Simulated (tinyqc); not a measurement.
What moves the results: k.p theory built from an empirical-pseudopotential calculation at Gamma. A value that a table varies takes the place of the one given here.

Empirical pseudopotential on the fcc lattice, atoms at +/- tau, tau = a (1,1,1)/8, no spin-orbit coupling. H(G,G') = c (2 pi/a)^2 |k + G|^2 delta + VS(q) cos(q.tau) + i VA(q) sin(q.tau), q = G - G', c = hbar^2/2m0; k and G in units of 2 pi/a; VS at |q|^2 = 3, 8, 11 and VA at 3, 4, 11, in rydberg, zero elsewhere. The basis is fixed: all 59 G with |G|^2 up to Gcut. Energies are counted from the fourth level at Gamma.

k.p in the lowest n states at Gamma: H_nm = (E_n + c k^2) delta + 2 c k.<n|G|m>, k in 1/angstrom; with all states of the basis it is exact.

Empirical pseudopotential on the fcc lattice, atoms at +/- tau, tau = a (1,1,1)/8, no spin-orbit coupling. H(G,G') = c (2 pi/a)^2 |k + G|^2 delta + VS(q) cos(q.tau) + i VA(q) sin(q.tau), q = G - G', c = hbar^2/2m0; k and G in units of 2 pi/a; VS at |q|^2 = 3, 8, 11 and VA at 3, 4, 11, in rydberg, zero elsewhere. The basis holds all G with |G|^2 up to a cut-off. Energies are counted from the fourth level at Gamma.

For a multiplet A of d_A states, W(B) = (4 c/(3 d_A)) sum over n in A, m in B and i = x, y, z of |<n|G_i|m>|^2 (G in 1/angstrom, <n|G_i|m> = sum_G c_n(G)* G_i c_m(G)); the mean inverse mass of A is 1 + sum_B W(B)/(E_A - E_B). Multiplets with W = 0 are left out.

Valence parameters: D(u) = c + 4 c^2 sum_m <n|u.G|m><m|u.G|n'>/(0 - E_m) on the valence triplet, in units of c, has eigenvalues L, M, M along [100] and (L + 2M + 2N)/3, (L + 2M - N)/3 twice along [111]; g1 = -(L + 2M)/3, g2 = -(L - M)/6, g3 = -N/6.

Constants: hbar^2/2m0 = 3.80998211 eV angstrom^2; Ry = 13.60569312 eV.

Parameters, chosen for this exercise (near those of Ge; shifted at random, so the results belong to these values and not to a real crystal):
- a = 5.672 angstrom (lattice constant)
- VS = (-0.228, 0.011, 0.061) Ry (symmetric form factors)
- VA = (0, 0, 0) Ry (antisymmetric form factors)
- Gcut = 12 (2 pi/a)^2 (largest |G|^2 of the fixed basis)
- VS3 = -0.228 Ry
- VS8 = 0.011 Ry
- VS11 = 0.061 Ry
- VA3 = 0 Ry
- VA4 = 0 Ry
- VA11 = 0 Ry

## How many bands a k.p model needs: band 4 from Gamma to X

Band 4 (counted from below) at k = f (1, 0, 0) 2 pi/a; n ends on whole multiplets.

Energies (eV):
```
f       n = 8  n = 15  n = 27  n = 59 (exact)
0.000   0.000   0.000   0.000           0.000
0.125  -0.195  -0.197  -0.200          -0.200
0.250  -0.622  -0.644  -0.655          -0.655
0.375  -1.076  -1.144  -1.167          -1.168
0.500  -1.461  -1.598  -1.638          -1.640
0.625  -1.737  -1.962  -2.026          -2.029
0.750  -1.889  -2.217  -2.309          -2.315
0.875  -1.907  -2.350  -2.478          -2.488
1.000  -1.788  -2.354  -2.529          -2.542
```

How do the results move?

With n = 8 the band stays within 0.05 eV of the exact one up to f = 0.250 (error at X: +0.755 eV). With n = 15 the band stays within 0.05 eV of the exact one up to f = 0.500 (error at X: +0.189 eV). With n = 27 the band stays within 0.05 eV of the exact one over the whole line (error at X: +0.014 eV). A smaller basis can only raise a level.

## Convergence with the plane-wave basis

E_s is the lowest empty singlet, Ep its W to the valence triplet, m its mass.

Results:
```
cut-off  plane waves  E_s (eV)  Ep (eV)  m (m0)    g1    g2    g3
8                 27     1.177    19.96  0.0558  7.89  2.40  3.37
11                51     1.347    19.93  0.0635  7.09  2.13  2.94
12                59     1.373    19.92  0.0646  7.10  2.05  2.92
16                65     1.373    19.92  0.0646  7.11  2.05  2.93
19                89     1.363    19.94  0.0642  7.14  2.07  2.94
20               113     1.350    19.95  0.0636  7.18  2.10  2.97
24               137     1.351    19.95  0.0636  7.19  2.10  2.97
```

What can be read from the table?

Against the last row, E_s errs most, by -0.174 eV, at cut-off 8, and by 0.000 eV in the last row but one. Ep varies by 0.2 % over the table and m by 13.9 %: the mass, near E_s/Ep, inherits the errors of both. Local form factors fix the converged values only roughly. The gap is a difference of two levels, so it need not converge steadily, and here it does not.

## What each form factor does (empirical-pseudopotential levels)

Lowest empty singlet and triplet at Gamma and the valence width there (fixed basis); lowest empty level at X = (1,0,0) and L = (1/2,1/2,1/2) from the valence top, these levels and that top with all |k + G|^2 up to 21. Singlet and triplet count orbital degeneracy. VS3 is VS at |q|^2 = 3, and so on. The row for a keeps the form factors fixed, so it is no model of a real expansion, which changes them too. Each row changes one parameter from the base and keeps the others.

Results:
```
case                singlet (eV)  triplet (eV)  X (eV)  L (eV)  width (eV)
base                       1.373         3.481   1.180   1.014      11.934
a = 5.729 angstrom         1.385         3.504   1.302   1.090      11.654
VS3 = -0.238 Ry            1.282         3.623   1.422   1.114      11.896
VS8 = 0.001 Ry             0.842         3.539   1.096   0.765      12.039
VS11 = 0.051 Ry            0.808         3.246   0.901   0.631      12.131
VA3 = 0.03 Ry              1.424         3.514   0.911   1.024      11.942
VA4 = 0.03 Ry              1.334         3.578   0.782   1.075      11.937
VA11 = 0.03 Ry             1.226         3.432   0.834   0.937      11.962
```

What can be read from the table?

The largest shifts from the base row, up to three for each result and ties (the steps differ in size, so this ranks the rows, not the parameters). singlet (eV): VS11 -0.565, VS8 -0.531, VA11 -0.147. triplet (eV): VS11 -0.235, VS3 +0.142, VA4 +0.097. X (eV): VA4 -0.398, VA11 -0.345, VS11 -0.279. L (eV): VS11 -0.383, VS8 -0.249, VS3 +0.100. width (eV): a -0.280, VS11 +0.197, VS8 +0.105. In a diamond crystal a small VA enters the levels at Gamma and L only in second order, by symmetry, but splits the degenerate pair at X in first order.

(tinyqc, `OMP_NUM_THREADS=1 python tinyqc.py 1050194 1050195 out.jsonl`, Intel(R) Xeon(R) Processor @ 2.30GHz, 1 thread, shared host, about 0.5 s.)
